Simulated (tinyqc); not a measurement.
Worked calculation (part 1 of 2): RHF in the sto-6g basis, for BeH2, spin multiplicity 1. Computed by tinyqc, a small Python program that keeps every step (integrals from PySCF). Settings: charge = 0, multiplicity = 1, basis = sto-6g, energy threshold = 1e-10, iteration cap = 74, orthogonalisation = canonical, start = core, DIIS depth = 3, DIIS from iteration = 3, method = RHF. Command: `OMP_NUM_THREADS=1 python tinyqc.py 24945 24946 out.jsonl` (the two numbers bound the seeds that draw the settings). One thread of a shared host (Intel(R) Xeon(R) Processor @ 2.60GHz), about 0.1 s of CPU time with the checks. Later iterations appear only in the table of the cycle.

## One-electron integrals

Geometry (angstrom):
```
atom       x        y       z
Be    0.0000   0.0000  0.0000
H     0.0000   1.3340  0.0000
H     0.0000  -1.4170  0.0000
```

Basis sto-6g: exponents (1/bohr^2) and contraction coefficients of normalised primitives:
```
element  l (shell)  exponent  coefficient
Be           s (1)  312.8705       0.0092
Be           s (1)   57.3645       0.0494
Be           s (1)   16.0485       0.1685
Be           s (1)    5.5131       0.3706
Be           s (1)    2.1409       0.4165
Be           s (1)    0.8817       0.1303
Be           s (2)   13.6332      -0.0133
Be           s (2)    2.6984      -0.0470
Be           s (2)    0.8387      -0.0338
Be           s (2)    0.3227       0.2502
Be           s (2)    0.1401       0.5951
Be           s (2)    0.0642       0.2407
Be           p (3)   13.6332       0.0038
Be           p (3)    2.6984       0.0377
Be           p (3)    0.8387       0.1739
Be           p (3)    0.3227       0.4180
Be           p (3)    0.1401       0.4259
Be           p (3)    0.0642       0.1017
H            s (1)   35.5232       0.0092
H            s (1)    6.5131       0.0494
H            s (1)    1.8221       0.1685
H            s (1)    0.6260       0.3706
H            s (1)    0.2431       0.4165
H            s (1)    0.1001       0.1303
```

Overlap, kinetic and nuclear-attraction integrals over the contracted functions; the nuclear repulsion is the sum of Za Zb / Rab.

nuclear repulsion = 3.272892 hartree

overlap S:
```
         1Be 1s  1Be 2s  1Be 2px  1Be 2py  1Be 2pz   2H 1s    3H 1s
1Be 1s   1.0000  0.2548   0.0000   0.0000   0.0000  0.0730   0.0608
1Be 2s   0.2548  1.0000   0.0000   0.0000   0.0000  0.4631   0.4300
1Be 2px  0.0000  0.0000   1.0000   0.0000   0.0000  0.0000   0.0000
1Be 2py  0.0000  0.0000   0.0000   1.0000   0.0000  0.5268  -0.5025
1Be 2pz  0.0000  0.0000   0.0000   0.0000   1.0000  0.0000   0.0000
2H 1s    0.0730  0.4631   0.0000   0.5268   0.0000  1.0000   0.0338
3H 1s    0.0608  0.4300   0.0000  -0.5025   0.0000  0.0338   1.0000
```

kinetic energy T (hartree):
```
          1Be 1s   1Be 2s  1Be 2px  1Be 2py  1Be 2pz    2H 1s    3H 1s
1Be 1s    6.7688  -0.2074   0.0000   0.0000   0.0000  -0.0139  -0.0139
1Be 2s   -0.2074   0.2201   0.0000   0.0000   0.0000   0.0699   0.0578
1Be 2px   0.0000   0.0000   0.6613   0.0000   0.0000   0.0000   0.0000
1Be 2py   0.0000   0.0000   0.0000   0.6613   0.0000   0.1950  -0.1686
1Be 2pz   0.0000   0.0000   0.0000   0.0000   0.6613   0.0000   0.0000
2H 1s    -0.0139   0.0699   0.0000   0.1950   0.0000   0.7685  -0.0078
3H 1s    -0.0139   0.0578   0.0000  -0.1686   0.0000  -0.0078   0.7685
```

nuclear attraction V (hartree):
```
           1Be 1s   1Be 2s  1Be 2px  1Be 2py  1Be 2pz    2H 1s    3H 1s
1Be 1s   -15.4849  -1.8469   0.0000  -0.0022   0.0000  -0.5818  -0.4810
1Be 2s    -1.8469  -3.0243   0.0000  -0.0098   0.0000  -1.3692  -1.2381
1Be 2px    0.0000   0.0000  -2.9495   0.0000   0.0000   0.0000   0.0000
1Be 2py   -0.0022  -0.0098   0.0000  -3.1735   0.0000  -1.5306   1.4178
1Be 2pz    0.0000   0.0000   0.0000   0.0000  -2.9495   0.0000   0.0000
2H 1s     -0.5818  -1.3692   0.0000  -1.5306   0.0000  -3.0060  -0.1116
3H 1s     -0.4810  -1.2381   0.0000   1.4178   0.0000  -0.1116  -2.9173
```

core Hamiltonian H = T + V (hartree):
```
          1Be 1s   1Be 2s  1Be 2px  1Be 2py  1Be 2pz    2H 1s    3H 1s
1Be 1s   -8.7162  -2.0543   0.0000  -0.0022   0.0000  -0.5958  -0.4949
1Be 2s   -2.0543  -2.8042   0.0000  -0.0098   0.0000  -1.2992  -1.1803
1Be 2px   0.0000   0.0000  -2.2883   0.0000   0.0000   0.0000   0.0000
1Be 2py  -0.0022  -0.0098   0.0000  -2.5122   0.0000  -1.3356   1.2492
1Be 2pz   0.0000   0.0000   0.0000   0.0000  -2.2883   0.0000   0.0000
2H 1s    -0.5958  -1.2992   0.0000  -1.3356   0.0000  -2.2375  -0.1193
3H 1s    -0.4949  -1.1803   0.0000   1.2492   0.0000  -0.1193  -2.1488
```

## Two-electron integrals

Functions are numbered as in S; the eight-fold symmetry (ij|kl) = (ji|kl) = (kl|ij) leaves the list below.

Two-electron integrals (ij|kl) in chemists' order, unique and non-zero (hartree):
```
(11|11) 2.3000      (21|11) 0.3619      (21|21) 0.0719      (22|11) 0.5703
(22|21) 0.1397      (22|22) 0.4178      (31|31) 0.0153      (32|31) 0.0226
(32|32) 0.0923      (33|11) 0.5703      (33|21) 0.1397      (33|22) 0.4178
(33|33) 0.4501      (41|41) 0.0153      (42|41) 0.0226      (42|42) 0.0923
(43|43) 0.0243      (44|11) 0.5703      (44|21) 0.1397      (44|22) 0.4178
(44|33) 0.4016      (44|44) 0.4501      (51|51) 0.0153      (52|51) 0.0226
(52|52) 0.0923      (53|53) 0.0243      (54|54) 0.0243      (55|11) 0.5703
(55|21) 0.1397      (55|22) 0.4178      (55|33) 0.4016      (55|44) 0.4016
(55|55) 0.4501      (61|11) 0.1073      (61|21) 0.0207      (61|22) 0.0398
(61|33) 0.0395      (61|41) 0.0020      (61|42) 0.0039      (61|44) 0.0405
(61|55) 0.0395      (61|61) 0.0063      (62|11) 0.2282      (62|21) 0.0566
(62|22) 0.1809      (62|33) 0.1744      (62|41) 0.0079      (62|42) 0.0444
(62|44) 0.1938      (62|55) 0.1744      (62|61) 0.0179      (62|62) 0.1115
(63|31) 0.0058      (63|32) 0.0256      (63|43) 0.0080      (63|63) 0.0110
(64|11) 0.2358      (64|21) 0.0593      (64|22) 0.1983      (64|33) 0.1867
(64|41) 0.0129      (64|42) 0.0695      (64|44) 0.2215      (64|55) 0.1867
(64|61) 0.0198      (64|62) 0.1397      (64|64) 0.1820      (65|51) 0.0058
(65|52) 0.0256      (65|54) 0.0080      (65|65) 0.0110      (66|11) 0.3929
(66|21) 0.0995      (66|22) 0.3527      (66|33) 0.3272      (66|41) 0.0174
(66|42) 0.1214      (66|44) 0.4036      (66|55) 0.3272      (66|61) 0.0327
(66|62) 0.2696      (66|64) 0.3603      (66|66) 0.7750      (71|11) 0.0889
(71|21) 0.0171      (71|22) 0.0331      (71|33) 0.0329      (71|41) -0.0017
(71|42) -0.0033     (71|44) 0.0337      (71|55) 0.0329      (71|61) 0.0047
(71|62) 0.0123      (71|64) 0.0123      (71|66) 0.0213      (71|71) 0.0043
(72|11) 0.2048      (72|21) 0.0509      (72|22) 0.1647      (72|33) 0.1586
(72|41) -0.0071     (72|42) -0.0412     (72|44) 0.1769      (72|55) 0.1586
(72|61) 0.0134      (72|62) 0.0555      (72|64) 0.0547      (72|66) 0.1001
(72|71) 0.0134      (72|72) 0.0952      (73|31) 0.0050      (73|32) 0.0226
(73|43) -0.0072     (73|63) 0.0043      (73|73) 0.0090      (74|11) -0.2174
(74|21) -0.0547     (74|22) -0.1852     (74|33) -0.1743     (74|41) 0.0115
(74|42) 0.0643      (74|44) -0.2069     (74|55) -0.1743     (74|61) -0.0138
(74|62) -0.0566     (74|64) -0.0531     (74|66) -0.0999     (74|71) -0.0151
(74|72) -0.1220     (74|74) 0.1617      (75|51) 0.0050      (75|52) 0.0226
(75|54) -0.0072     (75|65) 0.0043      (75|75) 0.0090      (76|11) 0.0201
(76|21) 0.0049      (76|22) 0.0143      (76|33) 0.0140      (76|41) -1.62e-05
(76|42) -1.17e-04   (76|44) 0.0149      (76|55) 0.0140      (76|61) 0.0014
(76|62) 0.0064      (76|64) 0.0072      (76|66) 0.0130      (76|71) 0.0012
(76|72) 0.0060      (76|74) -0.0069     (76|76) 0.0005      (77|11) 0.3709
(77|21) 0.0941      (77|22) 0.3393      (77|33) 0.3147      (77|41) -0.0158
(77|42) -0.1162     (77|44) 0.3883      (77|55) 0.3147      (77|61) 0.0243
(77|62) 0.1064      (77|64) 0.1027      (77|66) 0.1923      (77|71) 0.0257
(77|72) 0.2472      (77|74) -0.3368     (77|76) 0.0130      (77|77) 0.7750
```

## Orthogonalisation

S = U s U^T; canonical form X = U s^(-1/2), so that X^T S X = 1. Each column of U has its largest component positive (the first on a tie).

eigenvalues of S: 0.2517  0.3654  0.9396  1.0000  1.0000  1.6981  1.7453

X:
```
               1        2        3       4        5        6       7
1Be 1s   -0.0394  -0.3195   0.9560  0.0000   0.0000   0.1305  0.2068
1Be 2s    0.2471   1.1872  -0.0867  0.0000   0.0000   0.2739  0.4382
1Be 2px   0.0000   0.0000   0.0000  0.9992  -0.0395   0.0000  0.0000
1Be 2py   1.3725  -0.1968  -0.0090  0.0000   0.0000  -0.4677  0.2835
1Be 2pz   0.0000   0.0000   0.0000  0.0395   0.9992   0.0000  0.0000
2H 1s    -1.1530  -0.6184  -0.2603  0.0000   0.0000  -0.1328  0.4976
3H 1s     0.8350  -0.8968  -0.2739  0.0000   0.0000   0.5104  0.1011
```

Within a degenerate level the vectors are fixed only up to a rotation; this is one choice.

## Starting guess

The start is the orbitals of the core Hamiltonian; D = 2 C_occ C_occ^T.

D at the start:
```
          1Be 1s   1Be 2s  1Be 2px  1Be 2py  1Be 2pz    2H 1s    3H 1s
1Be 1s    2.1302  -0.4798   0.0000   0.0165   0.0000  -0.0473  -0.0259
1Be 2s   -0.4798   1.6665   0.0000  -0.0895   0.0000   0.2636   0.1760
1Be 2px   0.0000   0.0000   0.0000   0.0000   0.0000   0.0000   0.0000
1Be 2py   0.0165  -0.0895   0.0000   2.0037   0.0000   0.0261   0.0334
1Be 2pz   0.0000   0.0000   0.0000   0.0000   0.0000   0.0000   0.0000
2H 1s    -0.0473   0.2636   0.0000   0.0261   0.0000   0.0429   0.0291
3H 1s    -0.0259   0.1760   0.0000   0.0334   0.0000   0.0291   0.0198
```

## Iteration 1: building the Fock matrix

J_ij = sum D_kl (ij|kl), K_ij = sum D_kl (ik|jl); F = H + J - 0.5 K; E = tr D H + tr D J / 2 - 0.25 tr D K + E_nn.

Coulomb J (hartree):
```
          1Be 1s  1Be 2s  1Be 2px  1Be 2py  1Be 2pz   2H 1s    3H 1s
1Be 1s    6.8462  1.2652   0.0000  -0.0001   0.0000  0.3710   0.3077
1Be 2s    1.2652  2.7827   0.0000   0.0037   0.0000  1.2075   1.0885
1Be 2px   0.0000  0.0000   2.7433   0.0000   0.0000  0.0000   0.0000
1Be 2py  -0.0001  0.0037   0.0000   2.8615   0.0000  1.3219  -1.2190
1Be 2pz   0.0000  0.0000   0.0000   0.0000   2.7433  0.0000   0.0000
2H 1s     0.3710  1.2075   0.0000   1.3219   0.0000  2.3399   0.0979
3H 1s     0.3077  1.0885   0.0000  -1.2190   0.0000  0.0979   2.2103
```

exchange K (hartree):
```
          1Be 1s   1Be 2s  1Be 2px  1Be 2py  1Be 2pz   2H 1s    3H 1s
1Be 1s    4.7054   0.7650   0.0000  -0.0006   0.0000  0.2451   0.2054
1Be 2s    0.7650   1.0552   0.0000  -0.0020   0.0000  0.5699   0.5090
1Be 2px   0.0000   0.0000   0.2348   0.0000   0.0000  0.0000   0.0000
1Be 2py  -0.0006  -0.0020   0.0000   1.1297   0.0000  0.5778  -0.5162
1Be 2pz   0.0000   0.0000   0.0000   0.0000   0.2348  0.0000   0.0000
2H 1s     0.2451   0.5699   0.0000   0.5778   0.0000  0.7169   0.0373
3H 1s     0.2054   0.5090   0.0000  -0.5162   0.0000  0.0373   0.5824
```

Fock matrix F (hartree):
```
          1Be 1s   1Be 2s  1Be 2px  1Be 2py  1Be 2pz    2H 1s    3H 1s
1Be 1s   -4.2227  -1.1717   0.0000  -0.0020   0.0000  -0.3473  -0.2899
1Be 2s   -1.1717  -0.5490   0.0000  -0.0051   0.0000  -0.3767  -0.3463
1Be 2px   0.0000   0.0000   0.3377   0.0000   0.0000   0.0000   0.0000
1Be 2py  -0.0020  -0.0051   0.0000  -0.2155   0.0000  -0.3027   0.2883
1Be 2pz   0.0000   0.0000   0.0000   0.0000   0.3377   0.0000   0.0000
2H 1s    -0.3473  -0.3767   0.0000  -0.3027   0.0000  -0.2561  -0.0400
3H 1s    -0.2899  -0.3463   0.0000   0.2883   0.0000  -0.0400  -0.2297
```

total energy of this density = -15.204629 hartree

## Iteration 1: diagonalisation and new density

Diagonalise F' = X^T F X, C = X C', fill 3 alpha and 3 beta electrons from the bottom; D = 2 C_occ C_occ^T. Each column has its largest component positive (the first on a tie).

F' = X^T F X (hartree):
```
         1        2        3       4       5        6        7
1   0.8281  -0.0239   0.0368  0.0000  0.0000   0.0014   0.0130
2  -0.0239   0.3659   0.4525  0.0000  0.0000   0.0830   0.1413
3   0.0368   0.4525  -3.4183  0.0000  0.0000  -0.7934  -1.2910
4   0.0000   0.0000   0.0000  0.3377  0.0000   0.0000   0.0000
5   0.0000   0.0000   0.0000  0.0000  0.3377   0.0000   0.0000
6   0.0014   0.0830  -0.7934  0.0000  0.0000  -0.5727  -0.3425
7   0.0130   0.1413  -1.2910  0.0000  0.0000  -0.3425  -0.9345
```

orbital energies (hartree): MO1 -4.2252, MO2 -0.3894, MO3 -0.3649, MO4 0.3377, MO5 0.3377, MO6 0.4186, MO7 0.8294

coefficients C:
```
             MO1      MO2      MO3     MO4      MO5      MO6      MO7
1Be 1s    0.9930  -0.2156   0.0511  0.0000   0.0000  -0.2043  -0.0205
1Be 2s    0.0268   0.5638  -0.1515  0.0000   0.0000   1.1696   0.1888
1Be 2px   0.0000   0.0000   0.0000  0.1548   0.9879   0.0000   0.0000
1Be 2py   0.0004   0.1271   0.5261  0.0000   0.0000  -0.1288   1.3828
1Be 2pz   0.0000   0.0000   0.0000  0.9879  -0.1548   0.0000   0.0000
2H 1s    -0.0011   0.4638   0.2777  0.0000   0.0000  -0.7033  -1.1216
3H 1s    -0.0014   0.2764  -0.4627  0.0000   0.0000  -0.8904   0.8740
```

D after iteration 1:
```
          1Be 1s   1Be 2s  1Be 2px  1Be 2py  1Be 2pz    2H 1s    3H 1s
1Be 1s    2.0704  -0.2054   0.0000  -0.0002   0.0000  -0.1739  -0.1693
1Be 2s   -0.2054   0.6832   0.0000  -0.0161   0.0000   0.4388   0.4518
1Be 2px   0.0000   0.0000   0.0000   0.0000   0.0000   0.0000   0.0000
1Be 2py  -0.0002  -0.0161   0.0000   0.5859   0.0000   0.4101  -0.4166
1Be 2pz   0.0000   0.0000   0.0000   0.0000   0.0000   0.0000   0.0000
2H 1s    -0.1739   0.4388   0.0000   0.4101   0.0000   0.5845  -0.0006
3H 1s    -0.1693   0.4518   0.0000  -0.4166   0.0000  -0.0006   0.5809
```

Within a degenerate level the vectors are fixed only up to a rotation; this is one choice.

## Iteration 2: building the Fock matrix

As before.

Coulomb J (hartree):
```
         1Be 1s  1Be 2s  1Be 2px  1Be 2py  1Be 2pz   2H 1s    3H 1s
1Be 1s   6.4746  1.1866   0.0000   0.0017   0.0000  0.3493   0.2893
1Be 2s   1.1866  2.6563   0.0000   0.0054   0.0000  1.2036   1.0948
1Be 2px  0.0000  0.0000   2.5881   0.0000   0.0000  0.0000   0.0000
1Be 2py  0.0017  0.0054   0.0000   2.7926   0.0000  1.3515  -1.2598
1Be 2pz  0.0000  0.0000   0.0000   0.0000   2.5881  0.0000   0.0000
2H 1s    0.3493  1.2036   0.0000   1.3515   0.0000  2.4981   0.0951
3H 1s    0.2893  1.0948   0.0000  -1.2598   0.0000  0.0951   2.4194
```

exchange K (hartree):
```
         1Be 1s  1Be 2s  1Be 2px  1Be 2py  1Be 2pz   2H 1s    3H 1s
1Be 1s   4.6469  0.7528   0.0000   0.0004   0.0000  0.2317   0.1926
1Be 2s   0.7528  0.8928   0.0000   0.0131   0.0000  0.6405   0.6011
1Be 2px  0.0000  0.0000   0.1629   0.0000   0.0000  0.0000   0.0000
1Be 2py  0.0004  0.0131   0.0000   1.0143   0.0000  0.7052  -0.6715
1Be 2pz  0.0000  0.0000   0.0000   0.0000   0.1629  0.0000   0.0000
2H 1s    0.2317  0.6405   0.0000   0.7052   0.0000  1.1573   0.0377
3H 1s    0.1926  0.6011   0.0000  -0.6715   0.0000  0.0377   1.1121
```

Fock matrix F (hartree):
```
          1Be 1s   1Be 2s  1Be 2px  1Be 2py  1Be 2pz    2H 1s    3H 1s
1Be 1s   -4.5650  -1.2441   0.0000  -0.0007   0.0000  -0.3622  -0.3019
1Be 2s   -1.2441  -0.5943   0.0000  -0.0110   0.0000  -0.4158  -0.3861
1Be 2px   0.0000   0.0000   0.2184   0.0000   0.0000   0.0000   0.0000
1Be 2py  -0.0007  -0.0110   0.0000  -0.2267   0.0000  -0.3367   0.3252
1Be 2pz   0.0000   0.0000   0.0000   0.0000   0.2184   0.0000   0.0000
2H 1s    -0.3622  -0.4158   0.0000  -0.3367   0.0000  -0.3181  -0.0431
3H 1s    -0.3019  -0.3861   0.0000   0.3252   0.0000  -0.0431  -0.2854
```

total energy of this density = -15.715706 hartree

## Iteration 2: diagonalisation and new density

As before.

F' = X^T F X (hartree):
```
         1        2        3       4       5        6        7
1   0.8830  -0.0477   0.0381  0.0000  0.0000  -0.0267   0.0333
2  -0.0477   0.3868   0.4893  0.0000  0.0000   0.1048   0.1618
3   0.0381   0.4893  -3.7182  0.0000  0.0000  -0.8437  -1.3711
4   0.0000   0.0000   0.0000  0.2184  0.0000   0.0000   0.0000
5   0.0000   0.0000   0.0000  0.0000  0.2184   0.0000   0.0000
6  -0.0267   0.1048  -0.8437  0.0000  0.0000  -0.6345  -0.3650
7   0.0333   0.1618  -1.3711  0.0000  0.0000  -0.3650  -1.0211
```

orbital energies (hartree): MO1 -4.5667, MO2 -0.4517, MO3 -0.4146, MO4 0.2184, MO5 0.2184, MO6 0.4402, MO7 0.8888

coefficients C:
```
             MO1      MO2      MO3     MO4      MO5      MO6      MO7
1Be 1s    0.9945  -0.2085   0.0388  0.0000   0.0000  -0.2080  -0.0103
1Be 2s    0.0220   0.5477  -0.1180  0.0000   0.0000   1.1890   0.1305
1Be 2px   0.0000   0.0000   0.0000  0.3484   0.9373   0.0000   0.0000
1Be 2py   0.0002   0.0976   0.4940  0.0000   0.0000  -0.0637   1.4014
1Be 2pz   0.0000   0.0000   0.0000  0.9373  -0.3484   0.0000   0.0000
2H 1s    -0.0021   0.4697   0.3201  0.0000   0.0000  -0.7518  -1.0754
3H 1s    -0.0023   0.3087  -0.4814  0.0000   0.0000  -0.8365   0.9058
```

D after iteration 2:
```
          1Be 1s   1Be 2s  1Be 2px  1Be 2py  1Be 2pz    2H 1s    3H 1s
1Be 1s    2.0680  -0.1938   0.0000  -0.0021   0.0000  -0.1753  -0.1707
1Be 2s   -0.1938   0.6288   0.0000  -0.0097   0.0000   0.4388   0.4517
1Be 2px   0.0000   0.0000   0.0000   0.0000   0.0000   0.0000   0.0000
1Be 2py  -0.0021  -0.0097   0.0000   0.5071   0.0000   0.4079  -0.4154
1Be 2pz   0.0000   0.0000   0.0000   0.0000   0.0000   0.0000   0.0000
2H 1s    -0.1753   0.4388   0.0000   0.4079   0.0000   0.6461  -0.0182
3H 1s    -0.1707   0.4517   0.0000  -0.4154   0.0000  -0.0182   0.6540
```

Within a degenerate level the vectors are fixed only up to a rotation; this is one choice.

## Iteration 7 (converged): orbitals

converged F (hartree):
```
          1Be 1s   1Be 2s  1Be 2px  1Be 2py  1Be 2pz    2H 1s    3H 1s
1Be 1s   -4.5901  -1.2489   0.0000  -0.0006   0.0000  -0.3636  -0.3030
1Be 2s   -1.2489  -0.5961   0.0000  -0.0124   0.0000  -0.4173  -0.3862
1Be 2px   0.0000   0.0000   0.2091   0.0000   0.0000   0.0000   0.0000
1Be 2py  -0.0006  -0.0124   0.0000  -0.2232   0.0000  -0.3368   0.3242
1Be 2pz   0.0000   0.0000   0.0000   0.0000   0.2091   0.0000   0.0000
2H 1s    -0.3636  -0.4173   0.0000  -0.3368   0.0000  -0.3208  -0.0432
3H 1s    -0.3030  -0.3862   0.0000   0.3242   0.0000  -0.0432  -0.2861
```

As before.

F' = X^T F X (hartree):
```
         1        2        3       4       5        6        7
1   0.8835  -0.0495   0.0385  0.0000  0.0000  -0.0298   0.0354
2  -0.0495   0.3853   0.4929  0.0000  0.0000   0.1068   0.1629
3   0.0385   0.4929  -3.7394  0.0000  0.0000  -0.8484  -1.3778
4   0.0000   0.0000   0.0000  0.2091  0.0000   0.0000   0.0000
5   0.0000   0.0000   0.0000  0.0000  0.2091   0.0000   0.0000
6  -0.0298   0.1068  -0.8484  0.0000  0.0000  -0.6341  -0.3671
7   0.0354   0.1629  -1.3778  0.0000  0.0000  -0.3671  -1.0251
```

orbital energies (hartree): MO1 -4.5917, MO2 -0.4535, MO3 -0.4135, MO4 0.2091, MO5 0.2091, MO6 0.4390, MO7 0.8899

coefficients C:
```
             MO1      MO2      MO3     MO4      MO5      MO6      MO7
1Be 1s    0.9946  -0.2074  -0.0424  0.0000   0.0000  -0.2078  -0.0095
1Be 2s    0.0214   0.5451   0.1274  0.0000   0.0000   1.1897   0.1263
1Be 2px   0.0000   0.0000   0.0000  0.4918   0.8707   0.0000   0.0000
1Be 2py   0.0001   0.1059  -0.4881  0.0000   0.0000  -0.0592   1.4031
1Be 2pz   0.0000   0.0000   0.0000  0.8707  -0.4918   0.0000   0.0000
2H 1s    -0.0020   0.4761  -0.3139  0.0000   0.0000  -0.7557  -1.0717
3H 1s    -0.0023   0.2996   0.4902  0.0000   0.0000  -0.8328   0.9075
```

D after iteration 7:
```
          1Be 1s   1Be 2s  1Be 2px  1Be 2py  1Be 2pz    2H 1s    3H 1s
1Be 1s    2.0682  -0.1942   0.0000  -0.0023   0.0000  -0.1748  -0.1703
1Be 2s   -0.1942   0.6277   0.0000  -0.0089   0.0000   0.4391   0.4514
1Be 2px   0.0000   0.0000   0.0000   0.0000   0.0000   0.0000   0.0000
1Be 2py  -0.0023  -0.0089   0.0000   0.4990   0.0000   0.4073  -0.4151
1Be 2pz   0.0000   0.0000   0.0000   0.0000   0.0000   0.0000   0.0000
2H 1s    -0.1748   0.4391   0.0000   0.4073   0.0000   0.6505  -0.0224
3H 1s    -0.1703   0.4514   0.0000  -0.4151   0.0000  -0.0224   0.6601
```

Within a degenerate level the vectors are fixed only up to a rotation; this is one choice.
